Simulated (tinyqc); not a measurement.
Coupling ratio and rate constant from the late transient.

Problem. Long after the knee a floating-gate cell follows U = Vg - (tox/ag) B/ln(K t). Find K and ag.

Inputs (values chosen for the exercise):
- tox = 8.7 nm (tunnel oxide thickness)
- Vg = 14.1 V (control-gate voltage)

U at t = 0.02 and 2 s (V): [2.6181428, 4.1780178]
B = 25.901327 V/nm

Answer. 1/(Vg - U) is linear in ln t; the ratio of the two values gives ln(K t_a), and either value gives ag.

K = 2.633e14 1/s
ag = 0.6700

tinyqc, about 0.01 s, one thread, Intel Xeon 2.30GHz (shared host): `OMP_NUM_THREADS=1 python tinyqc.py 2130083 2130084 out.jsonl`
